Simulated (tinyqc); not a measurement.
Reduced Fermi level from a carrier density: charge neutrality of a doped semiconductor with incomplete ionisation. Computed by tinyqc, a small Python program. Command: `OMP_NUM_THREADS=1 python tinyqc.py 3018791 3018792 out.jsonl dopant walk`. One thread of a shared host (Intel(R) Xeon(R) Processor @ 2.30GHz), about 0.03 s of CPU time with the checks.

Energies are counted from the top of the valence band; E_D is measured down from the conduction band and E_A up from the valence band.

Inputs (values chosen for the exercise, modelled on InP):
```
quantity              value  unit
gap at 0 K E_g0        1.45    eV
Varshni alpha      0.000374  eV/K
Varshni beta            158     K
electron mass m_e    0.0764   m_0
valleys M_c               1     -
hole mass m_h           0.6   m_0
temperature T           300     K
```

Doping: p-type. Statistics of the bands: Fermi-Dirac.

ratios u of density to N: 0.0033  0.014  0.062  0.27  1.2  5.1  22

Constants: m_0 = 9.1093837015e-31 kg; k_B = 1.380649e-23 J/K; h = 6.62607015e-34 J s; k_B = 8.617333262e-05 eV/K.

Method:
- E_g = E_g0 - alpha T^2/(T + beta).
- N_c = 2 M_c (2 pi m_e k_B T/h^2)^(3/2) and N_v = 2 (2 pi m_h k_B T/h^2)^(3/2), masses in units of m_0.
- n_i = sqrt(N_c N_v) exp(-E_g/(2 k_B T)); E_i = E_g/2 + (k_B T/2) ln(N_v/N_c).
- F_1/2(eta) = (2/sqrt(pi)) int_0^infinity sqrt(x)/(1 + exp(x - eta)) dx, by the trapezoid rule in t = sqrt(x) with step 0.02 up to t = 12 (for eta < -12 by exp(eta) - exp(2 eta)/2^(3/2)).
- For u = density/N of the majority band, eta solves F_1/2(eta) = u (bisection). Boltzmann: ln u. Joyce-Dixon: ln u + u/sqrt(8) - 4.95009e-3 u^2 + 1.48386e-4 u^3 - 4.42563e-6 u^4. Degenerate limit: (3 sqrt(pi) u/4)^(2/3). The last column is (eta - ln u) k_B T.

N_v = 1.16627e+19 cm^-3

k_B T = 0.0258520 eV

Eta by four rules:
```
u       density (cm^-3)    exact  Boltzmann  Joyce-Dixon  degenerate  Boltzmann error (meV)
0.0033       3.8487e+16  -5.7127    -5.7138      -5.7127  2.6798e-02             3.0161e-02
0.014        1.6328e+17  -4.2637    -4.2687      -4.2637  7.0228e-02             1.2794e-01
0.062        7.2309e+17  -2.7587    -2.7806      -2.7587  1.8939e-01             5.6619e-01
0.27         3.1489e+18  -1.2142    -1.3093      -1.2142  5.0505e-01             2.4586e+00
1.2          1.3995e+19   0.5997     0.1823       0.5997  1.3652e+00             1.0790e+01
5.1          5.9480e+19   3.3206     1.6292       3.3203  3.5821e+00             4.3726e+01
22           2.5658e+20   9.4041     3.0910       9.0167  9.4923e+00             1.6320e+02
```

What does the comparison show, and why?

Boltzmann statistics place E_F within 1 meV of the exact value up to u = 0.0620 of those listed and miss by 163 meV at u = 22. Joyce-Dixon stays within 0.01 in eta up to u = 5.10; the degenerate limit is still 0.94 % high at the last u. Past u of about 10 the Joyce-Dixon series fails. A parabolic band is assumed throughout.
